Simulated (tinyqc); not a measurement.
# Frequency dispersion of an accumulation capacitance by border traps, distributed model: what changes with what

Traps spread evenly through the insulator exchange electrons with the semiconductor by tunnelling, with tau(x) = t0 exp(2 ka x) at depth x from the interface. The admittance per area Y seen at depth x obeys dY/dx = -Y^2/(i w eps0 eox) + q Nb ln(1 + i w tau)/tau, with Y(0) = i w Cs and w = 2 pi f; the gate sees Y(tox) = G + i w C. Working variable y = Y/(i w), in uF/cm^2. Cox = eps0 eox/tox.

Values chosen for this exercise; permittivity close to that of zirconium oxide:
```
symbol   value         unit                                               meaning
eox       22.4                             relative permittivity of the insulator
tox        3.8           nm                                   insulator thickness
Cs         5.2      uF/cm^2             semiconductor capacitance in accumulation
Nb      3.5e19  cm^-3 eV^-1                               density of border traps
ka         5.1         1/nm  decay constant of the wave function in the insulator
t0       3e-10            s              time constant of a trap at the interface
f          1e6           Hz                                             frequency
```

Constants: q = 1.602176634e-19 C, eps0 = 8.8541878128e-14 F/cm where lengths are in cm. Results are converted to the units shown.

Each table varies one quantity; the others keep the values above.

## Capacitance and loss against frequency

Cox; trap-free value 1/(1/Cox + 1/Cs); response depth d = ln(1/(w t0))/(2 ka), where w tau = 1; lumped estimate: all traps within d act as C_bt = q Nb d placed at d/2, so C = 1/{1/[1/(1/Cs + d/(2 eps0 eox)) + C_bt] + (tox - d/2)/(eps0 eox)}. C and G from a fine integration; dispersion -d C/d log10 f over C, from f times and over 1.1. For a broad spread of time constants G/w is close to -(pi/2) dC/d ln w.

The same in every row: trap-free C (uF/cm^2) = 2.605.

Results:
```
f (Hz)  d (nm)  C (uF/cm^2)  G/w (uF/cm^2)  dispersion (% a decade)  -(pi/2) dC/d ln w (uF/cm^2)  lumped C (uF/cm^2)
10       1.744        2.982        0.04309                    2.116                      0.04305               2.945
1000     1.292        2.865        0.03678                    1.880                      0.03675               2.838
10000    1.067        2.814        0.03394                    1.767                      0.03391               2.789
1e5     0.8408        2.766        0.03127                    1.656                      0.03125               2.744
1e6     0.6151        2.722        0.02875                    1.548                      0.02874               2.703
1e7     0.3893        2.682        0.02628                    1.442                      0.02638               2.664
```

Estimate the missing row, f = 100 Hz.

Computed row:
```
f (Hz)  d (nm)  C (uF/cm^2)  G/w (uF/cm^2)  dispersion (% a decade)  -(pi/2) dC/d ln w (uF/cm^2)  lumped C (uF/cm^2)
100      1.518        2.921        0.03982                    1.997                      0.03979               2.890
```

With this row back in the table: C falls from 2.982 to 2.682 uF/cm^2, towards the trap-free 2.605; each decade of frequency removes ln 10/(2 ka) = 0.226 nm from the response depth. The dispersion falls from 2.12 to 1.44 % a decade and G/w falls from 0.0431 to 0.0263 uF/cm^2. G/w lies between 0.996 and 1.00 times -(pi/2) dC/d ln w, the relation for a broad spread of time constants.

## Effect of the insulator thickness

Same model as above.

The same in every row: d (nm) = 0.6151.

Effect of the insulator thickness:
columns A: tox (nm); B: C (uF/cm^2); C: G/w (uF/cm^2); D: dispersion (% a decade); E: -(pi/2) dC/d ln w (uF/cm^2); F: lumped C (uF/cm^2); G: trap-free C (uF/cm^2)
```
A         B         C       D         E       F       G
2     3.615   0.05071   2.055   0.05067   3.581   3.411
2.8   3.155   0.03862   1.794   0.03860   3.129   2.999
3.9   2.685   0.02798   1.527   0.02797   2.666   2.571
5.4   2.232   0.01933   1.269   0.01933   2.219   2.153
7.5   1.805   0.01265   1.027   0.01265   1.797   1.753
10    1.471  0.008392  0.8366  0.008393   1.465   1.436
14    1.134  0.004992  0.6453  0.004993   1.131   1.113
20   0.8445  0.002767  0.4805  0.002768  0.8426  0.8328
```

What does the table show?

As tox goes from 2 to 20, C falls from 3.61 to 0.844 uF/cm^2, the dispersion falls from 2.05 to 0.480 % a decade and G/w falls from 0.0507 to 0.00277 uF/cm^2. The lumped estimate is 0.93 % below C in the first row and 0.22 % below it in the last.

Numbers from tinyqc (`OMP_NUM_THREADS=1 python tinyqc.py 2202168 2202169 out.jsonl`; about 0.4 s on one thread of a shared Intel Xeon 2.30GHz).
